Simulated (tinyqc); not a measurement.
G0W0 on RHF in the 6-311g basis, for HeH+, spin multiplicity 1, step by step. Computed by tinyqc, a small Python program that keeps every step (integrals from PySCF). Settings: charge = 1, multiplicity = 1, basis = 6-311g, method = RHF, energy threshold = 1e-10, iteration cap = 68, orthogonalisation = symmetric, start = atomic densities, DIIS depth = 6. Command: `OMP_NUM_THREADS=1 python tinyqc.py 24756 24757 out.jsonl` (the two numbers bound the seeds that draw the settings). One thread of a shared host (Intel(R) Xeon(R) Processor @ 2.60GHz), about 0.07 s of CPU time with the checks. The early iterations of the SCF are left out here.

## One-electron integrals

Geometry (angstrom):
```
atom         x         y         z
He    0.000000  0.000000  0.000000
H     0.000000  0.000000  0.862000
```

Basis 6-311g: exponents (1/bohr^2) and contraction coefficients of normalised primitives:
```
element  l (shell)   exponent  coefficient
He           s (1)  98.124300     0.028745
He           s (1)  14.768900     0.208061
He           s (1)   3.318830     0.837635
He           s (2)   0.874047     1.000000
He           s (3)   0.244564     1.000000
H            s (1)  33.865000     0.025494
H            s (1)   5.094790     0.190373
H            s (1)   1.158790     0.852161
H            s (2)   0.325840     1.000000
H            s (3)   0.102741     1.000000
```

Overlap, kinetic and nuclear-attraction integrals over the contracted functions; the nuclear repulsion is the sum of Za Zb / Rab.

nuclear repulsion = 1.22778935 hartree

overlap S, order 1He 1s, 1He 2s, 1He 3s, 2H 1s, 2H 2s, 2H 3s:
$$\begin{pmatrix}
1.000000 & 0.680472 & 0.328596 & 0.064613 & 0.178781 & 0.139284 \\
0.680472 & 1.000000 & 0.751574 & 0.239924 & 0.446905 & 0.376582 \\
0.328596 & 0.751574 & 1.000000 & 0.358170 & 0.679711 & 0.719794 \\
0.064613 & 0.239924 & 0.358170 & 1.000000 & 0.706377 & 0.373664 \\
0.178781 & 0.446905 & 0.679711 & 0.706377 & 1.000000 & 0.788963 \\
0.139284 & 0.376582 & 0.719794 & 0.373664 & 0.788963 & 1.000000
\end{pmatrix}$$

kinetic energy T (hartree), order 1He 1s, 1He 2s, 1He 3s, 2H 1s, 2H 2s, 2H 3s:
$$\begin{pmatrix}
6.857100 & 1.439474 & 0.225603 & -0.103405 & 0.075525 & 0.034352 \\
1.439474 & 1.311071 & 0.430865 & 0.027895 & 0.184611 & 0.086972 \\
0.225603 & 0.430865 & 0.366846 & 0.140099 & 0.214475 & 0.136233 \\
-0.103405 & 0.027895 & 0.140099 & 2.304348 & 0.549119 & 0.106346 \\
0.075525 & 0.184611 & 0.214475 & 0.549119 & 0.488760 & 0.184881 \\
0.034352 & 0.086972 & 0.136233 & 0.106346 & 0.184881 & 0.154112
\end{pmatrix}$$

nuclear attraction V (hartree), order 1He 1s, 1He 2s, 1He 3s, 2H 1s, 2H 2s, 2H 3s:
$$\begin{pmatrix}
-7.920184 & -3.882562 & -1.736790 & -0.315000 & -0.942451 & -0.722910 \\
-3.882562 & -3.596255 & -2.248437 & -0.786514 & -1.375825 & -1.079578 \\
-1.736790 & -2.248437 & -2.126440 & -1.016994 & -1.522750 & -1.346917 \\
-0.315000 & -0.786514 & -1.016994 & -3.338482 & -1.924067 & -0.969682 \\
-0.942451 & -1.375825 & -1.522750 & -1.924067 & -2.061427 & -1.424089 \\
-0.722910 & -1.079578 & -1.346917 & -0.969682 & -1.424089 & -1.375410
\end{pmatrix}$$

core Hamiltonian H = T + V (hartree), order 1He 1s, 1He 2s, 1He 3s, 2H 1s, 2H 2s, 2H 3s:
$$\begin{pmatrix}
-1.063084 & -2.443088 & -1.511186 & -0.418405 & -0.866926 & -0.688559 \\
-2.443088 & -2.285184 & -1.817572 & -0.758619 & -1.191215 & -0.992606 \\
-1.511186 & -1.817572 & -1.759594 & -0.876895 & -1.308275 & -1.210685 \\
-0.418405 & -0.758619 & -0.876895 & -1.034134 & -1.374948 & -0.863336 \\
-0.866926 & -1.191215 & -1.308275 & -1.374948 & -1.572667 & -1.239208 \\
-0.688559 & -0.992606 & -1.210685 & -0.863336 & -1.239208 & -1.221299
\end{pmatrix}$$

## Two-electron integrals

Functions are numbered as in S; the eight-fold symmetry (ij|kl) = (ji|kl) = (kl|ij) leaves the list below.

Two-electron integrals (ij|kl) in chemists' order, unique and non-zero (hartree):
```
(11|11) 2.395117   (21|11) 1.347337   (21|21) 0.798707   (22|11) 1.358411
(22|21) 0.863847   (22|22) 1.054927   (31|11) 0.614121   (31|21) 0.368625
(31|22) 0.406802   (31|31) 0.170715   (32|11) 0.842709   (32|21) 0.547009
(32|22) 0.700418   (32|31) 0.259418   (32|32) 0.476676   (33|11) 0.767030
(33|21) 0.510236   (33|22) 0.697580   (33|31) 0.244176   (33|32) 0.494732
(33|33) 0.558022   (41|11) 0.109804   (41|21) 0.067292   (41|22) 0.076768
(41|31) 0.031342   (41|32) 0.049526   (41|33) 0.047312   (41|41) 0.007152
(42|11) 0.230088   (42|21) 0.152211   (42|22) 0.203403   (42|31) 0.072655
(42|32) 0.141410   (42|33) 0.151716   (42|41) 0.018192   (42|42) 0.066528
(43|11) 0.254265   (43|21) 0.171039   (43|22) 0.240330   (43|31) 0.082181
(43|32) 0.172924   (43|33) 0.199086   (43|41) 0.020497   (43|42) 0.086955
(43|43) 0.126335   (44|11) 0.612979   (44|21) 0.416347   (44|22) 0.603220
(44|31) 0.200837   (44|32) 0.443169   (44|33) 0.529987   (44|41) 0.051859
(44|42) 0.255756   (44|43) 0.398819   (44|44) 1.393035   (51|11) 0.330683
(51|21) 0.198922   (51|22) 0.220309   (51|31) 0.092179   (51|32) 0.140671
(51|33) 0.132626   (51|41) 0.018121   (51|42) 0.042867   (51|43) 0.048287
(51|44) 0.118792   (51|51) 0.050896   (52|11) 0.483431   (52|21) 0.314845
(52|22) 0.406421   (52|31) 0.149490   (52|32) 0.277840   (52|33) 0.290657
(52|41) 0.031762   (52|42) 0.098721   (52|43) 0.123590   (52|44) 0.330273
(52|51) 0.083937   (52|52) 0.174558   (53|11) 0.484827   (53|21) 0.323643
(53|22) 0.446943   (53|31) 0.155088   (53|32) 0.319178   (53|33) 0.365600
(53|41) 0.033734   (53|42) 0.123162   (53|43) 0.172078   (53|44) 0.490917
(53|51) 0.087466   (53|52) 0.206756   (53|53) 0.278407   (54|11) 0.429759
(54|21) 0.291048   (54|22) 0.417958   (54|31) 0.140226   (54|32) 0.305657
(54|33) 0.364837   (54|41) 0.035165   (54|42) 0.161845   (54|43) 0.249391
(54|44) 0.822971   (54|51) 0.082375   (54|52) 0.222235   (54|53) 0.328881
(54|54) 0.509703   (55|11) 0.568869   (55|21) 0.383441   (55|22) 0.544854
(55|31) 0.184431   (55|32) 0.397100   (55|33) 0.476791   (55|41) 0.042789
(55|42) 0.177877   (55|43) 0.269759   (55|44) 0.822904   (55|51) 0.106008
(55|52) 0.272874   (55|53) 0.402976   (55|54) 0.543028   (55|55) 0.644106
(61|11) 0.255947   (61|21) 0.154165   (61|22) 0.171117   (61|31) 0.071465
(61|32) 0.109351   (61|33) 0.103210   (61|41) 0.013433   (61|42) 0.031534
(61|43) 0.035680   (61|44) 0.087457   (61|51) 0.038876   (61|52) 0.063764
(61|53) 0.066401   (61|54) 0.060916   (61|55) 0.079531   (61|61) 0.029997
(62|11) 0.394122   (62|21) 0.257320   (62|22) 0.334324   (62|31) 0.122288
(62|32) 0.229447   (62|33) 0.241818   (62|41) 0.024281   (62|42) 0.072920
(62|43) 0.090966   (62|44) 0.237945   (62|51) 0.067131   (62|52) 0.137533
(62|53) 0.162044   (62|54) 0.162657   (62|55) 0.207339   (62|61) 0.051784
(62|62) 0.111830   (63|11) 0.457156   (63|21) 0.306248   (63|22) 0.427578
(63|31) 0.146956   (63|32) 0.307921   (63|33) 0.360355   (63|41) 0.029800
(63|42) 0.103952   (63|43) 0.143830   (63|44) 0.397417   (63|51) 0.080958
(63|52) 0.188352   (63|53) 0.252830   (63|54) 0.272085   (63|55) 0.351386
(63|61) 0.062453   (63|62) 0.153552   (63|63) 0.243620   (64|11) 0.225999
(64|21) 0.152884   (64|22) 0.218955   (64|31) 0.073629   (64|32) 0.159943
(64|33) 0.190927   (64|41) 0.018239   (64|42) 0.082323   (64|43) 0.126464
(64|44) 0.411256   (64|51) 0.043115   (64|52) 0.115244   (64|53) 0.170396
(64|54) 0.257757   (64|55) 0.279868   (64|61) 0.031950   (64|62) 0.084847
(64|63) 0.142112   (64|64) 0.130794   (65|11) 0.415868   (65|21) 0.280322
(65|22) 0.398841   (65|31) 0.134842   (65|32) 0.291316   (65|33) 0.353139
(65|41) 0.030090   (65|42) 0.121035   (65|43) 0.182688   (65|44) 0.543681
(65|51) 0.076566   (65|52) 0.194429   (65|53) 0.287844   (65|54) 0.365771
(65|55) 0.452669   (65|61) 0.057918   (65|62) 0.150722   (65|63) 0.258739
(65|64) 0.189803   (65|65) 0.325140   (66|11) 0.428337   (66|21) 0.289454
(66|22) 0.415457   (66|31) 0.139380   (66|32) 0.305832   (66|33) 0.380080
(66|41) 0.029439   (66|42) 0.113934   (66|43) 0.171044   (66|44) 0.494021
(66|51) 0.077725   (66|52) 0.195043   (66|53) 0.290935   (66|54) 0.340115
(66|55) 0.445993   (66|61) 0.059526   (66|62) 0.156128   (66|63) 0.276113
(66|64) 0.178035   (66|65) 0.331779   (66|66) 0.361682
```

## Orthogonalisation

S = U s U^T; symmetric (Loewdin) form X = U s^(-1/2) U^T, so that X^T S X = 1.

eigenvalues of S: [0.083627, 0.118024, 0.366674, 0.701448, 1.344081, 3.386147]

X, order 1He 1s, 1He 2s, 1He 3s, 2H 1s, 2H 2s, 2H 3s:
$$\begin{pmatrix}
1.323553 & -0.667397 & 0.185687 & 0.029845 & 0.000288 & -0.048410 \\
-0.667397 & 1.951214 & -0.929100 & -0.004516 & -0.151814 & 0.245850 \\
0.185687 & -0.929100 & 2.035927 & -0.015231 & -0.227933 & -0.615148 \\
0.029845 & -0.004516 & -0.015231 & 1.372152 & -0.738162 & 0.182395 \\
0.000288 & -0.151814 & -0.227933 & -0.738162 & 2.164500 & -0.815664 \\
-0.048410 & 0.245850 & -0.615148 & 0.182395 & -0.815664 & 1.772906
\end{pmatrix}$$

## Iteration 7 (converged): orbitals

converged F (hartree), order 1He 1s, 1He 2s, 1He 3s, 2H 1s, 2H 2s, 2H 3s:
$$\begin{pmatrix}
0.739340 & -1.624916 & -1.301144 & -0.499277 & -0.823930 & -0.664526 \\
-1.624916 & -1.206925 & -1.148376 & -0.638872 & -0.860048 & -0.716783 \\
-1.301144 & -1.148376 & -0.915239 & -0.611617 & -0.772023 & -0.654569 \\
-0.499277 & -0.638872 & -0.611617 & 0.093075 & -0.696244 & -0.550480 \\
-0.823930 & -0.860048 & -0.772023 & -0.696244 & -0.727717 & -0.635961 \\
-0.664526 & -0.716783 & -0.654569 & -0.550480 & -0.635961 & -0.547388
\end{pmatrix}$$

Diagonalise F' = X^T F X, C = X C', fill 1 alpha and 1 beta electrons from the bottom; D = 2 C_occ C_occ^T. Each column has its largest component positive (the first on a tie).

F' = X^T F X (hartree):
$$\begin{pmatrix}
3.271641 & -3.230102 & -0.021381 & 0.027689 & -0.265153 & -0.221101 \\
-3.230102 & 1.681540 & -1.035457 & -0.314305 & -0.228119 & 0.029878 \\
-0.021381 & -1.035457 & 0.089651 & -0.132419 & -0.112031 & -0.203382 \\
0.027689 & -0.314305 & -0.132419 & 1.071894 & -1.099600 & 0.006204 \\
-0.265153 & -0.228119 & -0.112031 & -1.099600 & 0.486751 & -0.327490 \\
-0.221101 & 0.029878 & -0.203382 & 0.006204 & -0.327490 & -0.109290
\end{pmatrix}$$

orbital energies (hartree): MO1 -1.568052, MO2 -0.309798, MO3 0.010689, MO4 0.536073, MO5 1.933701, MO6 5.889573

coefficients C, order 1He 1s, 1He 2s, 1He 3s, 2H 1s, 2H 2s, 2H 3s:
$$\begin{pmatrix}
0.255770 & -0.111162 & 0.000028 & -0.141408 & 0.043701 & -1.461247 \\
0.509744 & -0.218730 & -0.010346 & -1.204074 & -0.262444 & 1.836554 \\
0.250818 & -0.659323 & 0.114169 & 2.004075 & 0.092490 & -0.968388 \\
0.116347 & 0.195546 & -0.134404 & 0.088064 & -1.541063 & -0.098120 \\
0.135772 & 0.611003 & -1.274817 & 0.005416 & 1.988221 & -0.016812 \\
-0.025654 & 0.676144 & 1.483376 & -0.873398 & -0.881360 & 0.291740
\end{pmatrix}$$

D after iteration 7, order 1He 1s, 1He 2s, 1He 3s, 2H 1s, 2H 2s, 2H 3s:
$$\begin{pmatrix}
0.130837 & 0.260754 & 0.128303 & 0.059516 & 0.069453 & -0.013123 \\
0.260754 & 0.519677 & 0.255705 & 0.118614 & 0.138417 & -0.026154 \\
0.128303 & 0.255705 & 0.125819 & 0.058364 & 0.068108 & -0.012869 \\
0.059516 & 0.118614 & 0.058364 & 0.027073 & 0.031593 & -0.005970 \\
0.069453 & 0.138417 & 0.068108 & 0.031593 & 0.036868 & -0.006966 \\
-0.013123 & -0.026154 & -0.012869 & -0.005970 & -0.006966 & 0.001316
\end{pmatrix}$$

## Convergence

Stop when the energy changes by less than 1e-10 hartree and every element of the error matrix X^T (F D S - S D F) X is below 3e-06.

Course of the cycle:
```
iteration  E (hartree)     change  largest element of the error matrix
1          -2.32375279          -                             1.97e-01
2          -2.90861369  -5.85e-01                             7.37e-02
3          -2.91277463  -4.16e-03                             1.55e-02
4          -2.91310998  -3.35e-04                             2.02e-03
5          -2.91311139  -1.41e-06                             7.84e-05
6          -2.91311140  -7.41e-09                             6.02e-06
7          -2.91311140  -2.53e-11                             5.18e-07
```

PySCF RHF in the same basis = -2.91311140 hartree

Converged in 7 iterations.

## Integrals over molecular orbitals

(pq|rs) = sum C_ip C_jq C_kr C_ls (ij|kl), one index at a time.

one-electron integrals over orbitals h = C^T H C (hartree):
$$\begin{pmatrix}
-2.572848 & 0.150183 & 0.027375 & 0.221582 & 0.010489 & 0.157682 \\
0.150183 & -1.241702 & 0.203063 & -0.219123 & 0.090980 & -0.094270 \\
0.027375 & 0.203063 & -0.726307 & -0.081561 & -0.167186 & 0.005498 \\
0.221582 & -0.219123 & -0.081561 & -0.570808 & 0.056169 & -0.337928 \\
0.010489 & 0.090980 & -0.167186 & 0.056169 & 0.854826 & 0.003540 \\
0.157682 & -0.094270 & 0.005498 & -0.337928 & 0.003540 & 3.798624
\end{pmatrix}$$

Two-electron integrals over orbitals (pq|rs), unique and non-zero (hartree):
```
(11|11) 1.004796    (21|11) -0.150183   (21|21) 0.094511    (22|11) 0.513208
(22|21) 0.040262    (22|22) 0.528109    (31|11) -0.027375   (31|21) -0.032898
(31|22) -0.057680   (31|31) 0.029224    (32|11) -0.117981   (32|21) -0.017668
(32|22) -0.106273   (32|31) 0.027334    (32|32) 0.063450    (33|11) 0.383110
(33|21) 0.021502    (33|22) 0.378892    (33|31) -0.028421   (33|32) -0.056189
(33|33) 0.315828    (41|11) -0.221582   (41|21) 0.076446    (41|22) -0.032078
(41|31) -0.000542   (41|32) 0.004464    (41|33) -0.006405   (41|41) 0.113601
(42|11) 0.147785    (42|21) -0.013303   (42|22) 0.068732    (42|31) -0.017957
(42|32) -0.035609   (42|33) 0.035233    (42|41) -0.042612   (42|42) 0.043026
(43|11) 0.040509    (43|21) -0.035039   (43|22) -0.032885   (43|31) 0.022015
(43|32) 0.002756    (43|33) -0.007387   (43|41) -0.003073   (43|42) -0.002930
(43|43) 0.040752    (44|11) 0.610241    (44|21) -0.072898   (44|22) 0.385269
(44|31) -0.001524   (44|32) -0.065157   (44|33) 0.323968    (44|41) -0.081601
(44|42) 0.062829    (44|43) 0.045458    (44|44) 0.460287    (51|11) -0.010489
(51|21) -0.025078   (51|22) -0.038751   (51|31) 0.020720    (51|32) 0.030309
(51|33) -0.024533   (51|41) -0.009955   (51|42) -0.011393   (51|43) 0.012093
(51|44) -0.002348   (51|51) 0.034374    (52|11) -0.058029   (52|21) -0.020110
(52|22) -0.044904   (52|31) 0.029219    (52|32) 0.046564    (52|33) -0.033551
(52|41) 0.002294    (52|42) -0.028816   (52|43) 0.012592    (52|44) -0.018800
(52|51) 0.048671    (52|52) 0.086435    (53|11) 0.093953    (53|21) 0.033511
(53|22) 0.107259    (53|31) -0.036628   (53|32) -0.057459   (53|33) 0.061299
(53|41) -0.000297   (53|42) 0.034494    (53|43) -0.018331   (53|44) 0.045039
(53|51) -0.044006   (53|52) -0.068145   (53|53) 0.075900    (54|11) -0.033062
(54|21) -0.008986   (54|22) -0.039522   (54|31) 0.012523    (54|32) 0.024484
(54|33) -0.021241   (54|41) 0.003192    (54|42) -0.009906   (54|43) 0.004760
(54|44) -0.017916   (54|51) 0.021450    (54|52) 0.030440    (54|53) -0.030199
(54|54) 0.018230    (55|11) 0.556625    (55|21) 0.102571    (55|22) 0.612792
(55|31) -0.108613   (55|32) -0.176072   (55|33) 0.438690    (55|41) -0.003396
(55|42) 0.105986    (55|43) -0.055730   (55|44) 0.400988    (55|51) -0.115686
(55|52) -0.169042   (55|53) 0.222091    (55|54) -0.084949   (55|55) 0.930243
(61|11) -0.157682   (61|21) 0.061607    (61|22) -0.026929   (61|31) 0.001163
(61|32) 0.000805    (61|33) -0.000098   (61|41) 0.109381    (61|42) -0.041943
(61|43) 0.002073    (61|44) -0.066296   (61|51) -0.006814   (61|52) 0.003916
(61|53) -0.000666   (61|54) 0.006957    (61|55) -0.002639   (61|61) 0.200007
(62|11) 0.077938    (62|21) -0.031864   (62|22) -0.002590   (62|31) -0.000561
(62|32) 0.005750    (62|33) -0.004910   (62|41) -0.051441   (62|42) 0.016377
(62|43) 0.001317    (62|44) 0.029221    (62|51) 0.005425    (62|52) 0.000148
(62|53) -0.004132   (62|54) -0.000097   (62|55) -0.015875   (62|61) -0.078566
(62|62) 0.037623    (63|11) -0.002167   (63|21) 0.001000    (63|22) 0.011765
(63|31) -0.000195   (63|32) -0.001840   (63|33) 0.002037    (63|41) -0.001160
(63|42) -0.000586   (63|43) -0.007751   (63|44) -0.004559   (63|51) -0.001235
(63|52) -0.000964   (63|53) 0.002346    (63|54) -0.001680   (63|55) 0.009969
(63|61) -0.001035   (63|62) -0.003059   (63|63) 0.005584    (64|11) 0.223655
(64|21) -0.068930   (64|22) 0.047080    (64|31) -0.001728   (64|32) -0.014084
(64|33) 0.016557    (64|41) -0.103250   (64|42) 0.046755    (64|43) 0.004904
(64|44) 0.094068    (64|51) 0.006242    (64|52) -0.008867   (64|53) 0.009202
(64|54) -0.005296   (64|55) 0.032396    (64|61) -0.133841   (64|62) 0.058494
(64|63) 0.001541    (64|64) 0.118907    (65|11) -0.005177   (65|21) 0.006363
(65|22) 0.006100    (65|31) -0.001859   (65|32) -0.006280   (65|33) 0.004556
(65|41) 0.008439    (65|42) -0.000039   (65|43) 0.000113    (65|44) 0.000131
(65|51) -0.003943   (65|52) -0.008946   (65|53) 0.007481    (65|54) -0.003799
(65|55) 0.020917    (65|61) 0.012588    (65|62) -0.006576   (65|63) 0.000733
(65|64) -0.009054   (65|65) 0.004564    (66|11) 1.145478    (66|21) -0.228695
(66|22) 0.504677    (66|31) -0.011449   (66|32) -0.104615   (66|33) 0.367636
(66|41) -0.321654   (66|42) 0.176478    (66|43) 0.053008    (66|44) 0.675242
(66|51) 0.009068    (66|52) -0.046297   (66|53) 0.073844    (66|54) -0.032344
(66|55) 0.496738    (66|61) -0.363385   (66|62) 0.161920    (66|63) -0.001382
(66|64) 0.369383    (66|65) -0.019682   (66|66) 1.568580
```

## Screening: direct RPA

With D = e_a - e_i and K = (ia|jb): diagonalise D^(1/2) (D + 4K) D^(1/2) = Z w^2 Z^T; X + Y = D^(1/2) Z w^(-1/2), each column of Z with its largest component positive (the first on a tie); E_c = (sum w - tr (D + 2K)) / 2.

D^(1/2) (D + 4K) D^(1/2) (hartree^2), order 1>2, 1>3, 1>4, 1>5, 1>6:
$$\begin{pmatrix}
2.058879 & -0.185470 & 0.497548 & -0.210565 & 0.754875 \\
-0.185470 & 2.676972 & -0.003954 & 0.194869 & 0.015966 \\
0.497548 & -0.003954 & 5.383466 & -0.108087 & 1.733164 \\
-0.210565 & 0.194869 & -0.108087 & 12.743749 & -0.139288 \\
0.754875 & 0.015966 & 1.733164 & -0.139288 & 61.582488
\end{pmatrix}$$

excitation energies w (hartree): [1.390919, 1.648188, 2.322730, 3.571139, 7.851514]

X + Y, order 1>2, 1>3, 1>4, 1>5, 1>6:
$$\begin{pmatrix}
0.915199 & -0.203061 & 0.102779 & -0.012149 & 0.005176 \\
0.251922 & 0.950706 & -0.008123 & 0.013111 & 0.000098 \\
-0.164762 & 0.048525 & 0.941745 & -0.011653 & 0.016000 \\
0.020682 & -0.033927 & 0.022350 & 0.989717 & -0.001983 \\
-0.019261 & 0.002972 & -0.057965 & 0.005347 & 0.974042
\end{pmatrix}$$

RPA correlation energy = -0.02972154 hartree

## G0W0 on Hartree-Fock: HOMO

W(p,q,m) = sqrt2 sum_ia (pq|ia) (X+Y)_ia,m; Sigma_c(x) = sum_(i,m) W^2/(x - e_i + w_m) + sum_(a,m) W^2/(x - e_a - w_m); solve x = e_p + Sigma_c(x) by Newton steps; Z = 1/(1 - dSigma/dx); 1 hartree = 27.211386 eV.

The 12 largest terms at x = e_p (hartree; W for the signs of X + Y given):
```
q  m          W       term
1  3  -0.304030   0.039796
1  1  -0.148515   0.015858
1  5  -0.223295   0.006350
4  3   0.153134  -0.005297
6  5   0.278456  -0.005065
2  3   0.110085  -0.003384
2  1   0.090379  -0.003083
4  5   0.153831  -0.002377
6  3   0.138008  -0.001947
2  2  -0.064664  -0.001439
4  1   0.069009  -0.001363
2  5   0.087351  -0.000838
```

Newton steps (hartree):
```
step          x  Sigma_c(x)         Z
0     -1.568052    0.034686  0.966154
1     -1.534540    0.033528  0.967015
2     -1.534525    0.033527  0.967015
```

quasiparticle energy of the HOMO = -41.756547 eV

Hartree-Fock value = -42.668872 eV

## G0W0 on Hartree-Fock: LUMO

As before.

The 12 largest terms at x = e_p (hartree; W for the signs of X + Y given):
```
q  m          W       term
2  2  -0.089568  -0.004867
1  3   0.110085   0.003384
1  1   0.090379   0.003083
1  2  -0.064664   0.001439
2  1   0.038635  -0.001073
4  3  -0.055402  -0.000969
2  4  -0.055674  -0.000868
6  5  -0.109638  -0.000855
3  2   0.040680  -0.000841
1  5   0.087351   0.000838
5  4   0.069002  -0.000819
2  3  -0.035225  -0.000534
```

Newton steps (hartree):
```
step          x  Sigma_c(x)         Z
0     -0.309798   -0.004448  0.991584
1     -0.314208   -0.004410  0.991602
2     -0.314208   -0.004410  0.991602
```

quasiparticle energy of the LUMO = -8.550028 eV

Hartree-Fock value = -8.430019 eV
